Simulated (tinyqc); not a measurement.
Worked calculation: heavy doping: gap narrowing, degeneracy and the minority density. Values are carried at full precision from step to step, so a last printed digit may differ when a step is redone from the rounded ones.

Empirical narrowing (Slotboom form, constants chosen for the exercise; published fits of this form give the apparent narrowing, here it is taken as the true one): dEg = E0 [ln(N/N0) + sqrt(ln(N/N0)^2 + C)].

Constants: kB = 8.617333262e-05 eV/K; e^2/(4 pi eps0) = 14.39964547 eV angstrom.

Inputs chosen for the exercise (gap and densities of states near those of Si at this temperature; narrowing constants near the fits for Si; not measured data): N = 5.4e+18 1/cm^3 (ionised acceptors, equal to the majority density); E0 = 6.45 meV (narrowing scale); N0 = 1.2e+17 1/cm^3 (onset density); C = 0.5 (smoothing constant); Nv = 8.6e+18 1/cm^3 (valence-band density of states); Eg = 1.137 eV (gap); Nc = 2.09e+19 1/cm^3 (conduction-band density of states); T = 250 K; eps = 11.7 (dielectric constant); Mv = 1 (majority valleys).

## Gap narrowing

Evaluate at N.

ln(N/N0) = 3.8067
dEg (empirical fit) = 49.53 meV

Well above N0 each decade of doping adds 2 E0 ln 10 = 29.7 meV.

## Degeneracy of the majority band

F_j(eta) = (1/Gamma(j + 1)) integral_0^infinity x^j dx/(1 + exp(x - eta)), which tends to exp(eta) for eta << 0.

Majority: N = Nv F_1/2(eta), eta the distance of EF beyond the majority band edge in kT. Degeneracy factor gam = F_1/2(eta)/exp(eta). ni0^2 = Nc Nv exp(-Eg/kT); product n p = ni0^2 gam exp(dEg/kT), dEg the true narrowing; apparent narrowing dEa = dEg + kT ln gam; minority density = n p/N.

Solve for eta and form gam.

N/Nv = 0.6279
eta = -0.2453
gam = 0.8025

## Product and minority density

Combine both effects.

ni0 = 4.64e+07 1/cm^3
exp(dEg/kT) = 9.96
dEa = 44.8 meV
sqrt(n p) = 1.31e+08 1/cm^3
minority density = 0.00319 1/cm^3

Narrowing multiplies the product by 9.96 and degeneracy by 0.802; together they change the minority density by a factor 7.99 against ni0^2/N.

## Two estimates of the size

Two physical estimates, e2 = e^2/(4 pi eps0), N in 1/angstrom^3: exchange shift at the Fermi level, Ex = (e2/eps) kF/pi with kF = (3 pi^2 N/Mv)^(1/3); screened-pair energy (Lanyon-Tuft), Es = (3/4)(e2/eps) qs with qs^2 = (4 pi e2 N/(eps kT)) F_-1/2(eta)/F_1/2(eta).

Evaluate both at N.

kF = 0.05428 1/angstrom
Ex = 21.26 meV
Es = 52.07 meV

Against the fitted dEg = 49.5 meV, Ex is 0.43 and Es 1.05 times as large; each keeps one mechanism only, and Ex assumes a strongly degenerate gas, while here eta is only -0.25.

## Checks

- Minority density against the Boltzmann occupation of the other band at the narrowed gap (1/cm^3): both 0.003193.

(tinyqc, `OMP_NUM_THREADS=1 python tinyqc.py 1651676 1651677 out.jsonl`, Intel(R) Xeon(R) Processor @ 2.30GHz, 1 thread, shared host, about 0.01 s.)
